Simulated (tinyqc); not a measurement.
Donors on two lattice sites with valley-orbit split states, step by step. Values are carried at full precision from step to step, so a last printed digit may differ when a step is redone from the rounded ones.

Each donor binds at most one electron, in any of its states. For a site s, W_s = sum over its states of g exp(E/kT), and the ionised share is 1/(1 + W_s exp(eta)), eta = (EF - Ec)/kT; n = Nc F_1/2(eta); neutrality n + NA = ND x (mean ionised share, the two sites in equal numbers); holes are neglected. Nc from N = 2 (m kB T/(4 pi c))^(3/2) with c = hbar^2/2m0, in 1/angstrom^3; times 1e24 for 1/cm^3, m = md. F_j(eta) = (1/Gamma(j + 1)) integral_0^infinity x^j dx/(1 + exp(x - eta)), which tends to exp(eta) for eta << 0.

Constants: hbar^2/2m0 = 3.80998211 eV angstrom^2; kB = 8.617333262e-05 eV/K.

Parameters, chosen for this exercise (near those of nitrogen in 4H-SiC; not measured data): md = 0.779 m0 (density-of-states mass of the conduction band); E = (59, 51, 115.8, 74.9) meV (binding energies of h ground, h excited, k ground, k excited); g = (2, 4, 2, 4) (their degeneracies with spin); T = 300 K; ND = 1.4e+17 1/cm^3 (donors, half on each site); NA = 0 1/cm^3 (compensating acceptors, all ionised); mu0 = 39 cm^2/(V s) (mobility at heavy doping); mu1 = 958 cm^2/(V s) (mobility at light doping and 300 K); Nr = 1.8e+17 1/cm^3 (reference doping); de = 0.61 (doping exponent); ga = 2.4 (temperature exponent).

## Partition sums of the neutral donor

Give each term g exp(E/kT), W_s, and the effective degeneracy W_s exp(-E_ground/kT).

Nc = 1.7254e+19 1/cm^3

terms: h ground 19.60, h excited 28.76, k ground 176.4, k excited 72.50

W_s: h 48.359, k 248.85

effective degeneracy: h 4.935, k 2.822

The ground state alone would give 2 and all states together 6 on each site; here the excited states hold 59 % and 29 % of the bound electrons on the h and k sites.

## Neutrality

Solve for eta.

eta = -5.286
n = 8.72e+16 1/cm^3

ionised share: h 0.803, k 0.442

n is 0.623 of ND - NA. The deeper k site is ionised 0.55 times as much as the h site.

## Mobility and resistivity

Mobility (Caughey-Thomas form): mu = mu0 + (mu1 (T/300)^(-ga) - mu0)/(1 + ((ND + NA)/Nr)^de); rho = 1/(e n mu), e = 1.602176634e-19 C.

Compare with full ionisation, n = ND - NA.

mu = 533.7 cm^2/(V s)
rho = 0.134 ohm cm
rho at full ionisation = 0.0835 ohm cm

Incomplete ionisation raises rho by a factor 1.61.

## Checks

- n + NA against ND times the mean ionised share (1/cm^3): both 8.720e+16.

Run: tinyqc, `OMP_NUM_THREADS=1 python tinyqc.py 1651045 1651046 out.jsonl`; Intel(R) Xeon(R) Processor @ 2.30GHz, one thread, shared host; about 0.01 s of CPU time with all checks.
